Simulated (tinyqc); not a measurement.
Trench capacitor in an array: capacitance, non-linearity, leakage and relaxation: two steps of the calculation.

A film between two metal electrodes, each interface adding a series capacitance ci. The small-signal permittivity is ek (1 + aq E^2); the field is found with the linear permittivity. Leakage J = J0 sinh(E/Ef). After a voltage step the film passes a relaxation current kr C V tt^(-nr), tt being the time in seconds. The sidewall is a coaxial capacitor with radii a = dm/2 - t and b = dm/2, depth AR dm; the end face is left out.

Inputs (values chosen for the exercise); permittivity of the order of that of titanium dioxide:

| symbol | value | unit | meaning |
|---|---|---|---|
| ek | 75.2 |  | relative permittivity of the film |
| t | 24 | nm | film thickness |
| ci | 36 | uF/cm^2 | capacitance of each electrode interface (dead layer and screening) |
| aq | 0.024 | cm^2/MV^2 | quadratic field coefficient of the permittivity |
| V | 2.4 | V | bias |
| J0 | 2.5e-10 | A/cm^2 | leakage prefactor |
| Ef | 0.43 | MV/cm | field for an e-fold rise of the leakage |
| dm | 110 | nm | diameter of the hole |
| AR | 70 |  | aspect ratio, depth over diameter |
| pt | 190 | nm | pitch of the square array |
| rho | 1300 | uohm cm | resistivity of the inner electrode |

Constants: eps0 = 8.8541878128e-14 F/cm where lengths are in cm. Results are converted to the units shown.

Question 1. Planar capacitance, field and non-linearity. Planar film: Cf = eps0 ek/t, 1/C = 1/Cf + 2/ci, EOT = 3.9 eps0/C, effective permittivity C t/eps0, E = (V/t) C/Cf; quadratic coefficient [C(V)/C - 1]/V^2 with Cf (1 + aq E^2) in C(V).

Wanted: Cf; C; EOT; effective permittivity; E; quadratic coefficient; J.

Answer 1.

Cf = 2.774 uF/cm^2
C = 2.404 uF/cm^2
EOT = 1.437 nm
effective permittivity = 65.16
E = 0.8665 MV/cm
quadratic coefficient = 2704 ppm/V^2
J = 9.209e-10 A/cm^2

The interfaces take 13.4 % of the voltage.

Question 2. Cell capacitance, fields and time constant. Per length 1/c = ln(b/a)/(2 pi eps0 ek) + (1/a + 1/b)/(2 pi ci); cell capacitance c AR dm; per footprint over pt^2; fields c V/(2 pi eps0 ek r) at r = a and b; resistance of the inner electrode rho AR dm/(pi a^2); time constant R C/3 of the distributed line.

Find: a; b; cell capacitance; capacitance per footprint; field at a; field at b; R; R C/3.

Answer 2.

a = 31.00 nm
b = 55.00 nm
cell capacitance = 48.32 fF
capacitance per footprint = 133.9 uF/cm^2
field at a = 1.161 MV/cm
field at b = 0.6546 MV/cm
R = 33.16 kohm
R C/3 = 534.1 ps

The array gives 55.7 times the planar capacitance per footprint; curvature makes the field at the inner electrode 1.34 times the planar value.

Computed by the program tinyqc: `OMP_NUM_THREADS=1 python tinyqc.py 2102147 2102148 out.jsonl`, one thread of a shared Intel Xeon 2.30GHz, about 0.01 s for the whole run.
